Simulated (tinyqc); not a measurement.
# Illuminated p-n diode, drift-diffusion by the Gummel loop with Scharfetter-Gummel fluxes: current against voltage in the dark

Abrupt junction at x = 0, p side from -Lp, n side to Ln, ohmic contacts. psi is counted from the intrinsic level; n = ni exp((psi - phin)/Vt), p = ni exp((phip - psi)/Vt). Contacts: p side psi = V - Vt ln(Na/ni), p = Na, n = ni^2/Na; n side psi = Vt ln(Nd/ni), n = Nd, p = ni^2/Nd. Constant mobilities, D = mu Vt, Boltzmann statistics, SRH recombination through a mid-gap level, U = (n p - ni^2)/(tp (n + ni) + tn (p + ni)). Current is positive from the p contact to the n contact.

ni = sqrt(Nc Nv) exp(-Eg/(2 Vt)), Eg in volts. Poisson and both continuity equations are solved self-consistently with Scharfetter-Gummel fluxes on a graded mesh of 500 nodes. J_scr is q times the integral of U between -xp and xn. Ideal diffusion current J_id = q ni^2 [Dn coth(wp/Le)/(Le Na) + Dp coth(wn/Lh)/(Lh Nd)] (exp(V/Vt) - 1), Le = sqrt(Dn tn), Lh = sqrt(Dp tp), wp = Lp - xp, wn = Ln - xn, with xp and xn from the depletion approximation (W = sqrt(2 eps0 eps_r (Vbi - V)(1/Na + 1/Nd)/q), xp = W Nd/(Na + Nd), xn = W Na/(Na + Nd), Vbi = Vt ln(Na Nd/ni^2)). Ideality factor = 0.004 V/(Vt ln[J(V + 0.004 V)/J(V)]). Here G = 0.

Inputs (values chosen for the exercise); band and dielectric values those of a made-up semiconductor:
```
symbol,value,unit,meaning
T,275,K,temperature
Eg,1.52,eV,band gap
eps_r,12.8,,relative permittivity
Nc,8.43e17,cm^-3,conduction-band density of states at T
Nv,1.33e19,cm^-3,valence-band density of states at T
Na,4.3e16,cm^-3,acceptor density of the p side
Nd,6.1e16,cm^-3,donor density of the n side
mun,460,cm^2/(V s),electron mobility
mup,50,cm^2/(V s),hole mobility
tn,2e-9,s,SRH lifetime of electrons
tp,1e-9,s,SRH lifetime of holes
Lp,0.75,um,length of the p side
Ln,1,um,length of the n side
G,0,cm^-3 s^-1,uniform generation rate
```

Constants: q = 1.602176634e-19 C, kB = 1.380649e-23 J/K, Vt = kB T/q, eps0 = 8.8541878128e-14 F/cm where lengths are in cm. Results are converted to the units shown.

Result of one run:
columns A: V (V); B: J (A/cm^2); C: ideality factor; D: J_scr/J (%); E: J_id (A/cm^2); F: share recombining at the contacts (%); G: larger minority/doping at -xp and xn
```
A          B     C    D         E        F         G
0.5  9.27e-8  1.94  100  1.77e-12  0.00157  1.99e-15
```

What becomes of these results when the bias of the p contact V is changed from 0.5 to 0.86 V, all else the same?

Result of the changed run:
columns A: V (V); B: J (A/cm^2); C: ideality factor; D: J_scr/J (%); E: J_id (A/cm^2); F: share recombining at the contacts (%); G: larger minority/doping at -xp and xn
```
A           B     C     D        E     F        G
0.86  2.65e-4  1.83  97.5  6.76e-6  2.06  7.66e-9
```

The whole series:
columns A: V (V); B: J (A/cm^2); C: ideality factor; D: J_scr/J (%); E: J_id (A/cm^2); F: share recombining at the contacts (%); G: larger minority/doping at -xp and xn
```
A            B     C     D         E        F         G
0.26  5.10e-10  1.95   100  7.25e-17  1.18e-5  8.05e-20
0.38   6.85e-9  1.95   100  1.13e-14  1.36e-4  1.27e-17
0.5    9.27e-8  1.94   100  1.77e-12  0.00157  1.99e-15
0.62   1.27e-6  1.93   100  2.77e-10   0.0178  3.13e-13
0.74   1.79e-5  1.90  99.8   4.33e-8    0.197  4.90e-11
0.86   2.65e-4  1.83  97.5   6.76e-6     2.06   7.66e-9
0.98   0.00504  1.55  79.2   0.00105     16.7   1.19e-6
1.09     0.162  1.17  34.3     0.107     52.7   1.19e-4
1.21      16.8  1.08  6.66      16.6     74.4    0.0164
```

J rises from 5.10e-10 to 16.8 A/cm^2; the ideality factor falls from 1.95 to 1.08. Recombination in the depleted layer carries over half of the current up to V = 0.98 V, where the factor is 1.55; it grows roughly as exp(V/2 Vt), so diffusion overtakes it. Where the factor is lowest (V = 1.21 V), J is 1.1 % above the ideal diffusion current.

Numbers from tinyqc (`OMP_NUM_THREADS=1 python tinyqc.py 2240027 2240028 out.jsonl`; about 0.8 s on one thread of a shared Intel Xeon 2.30GHz).
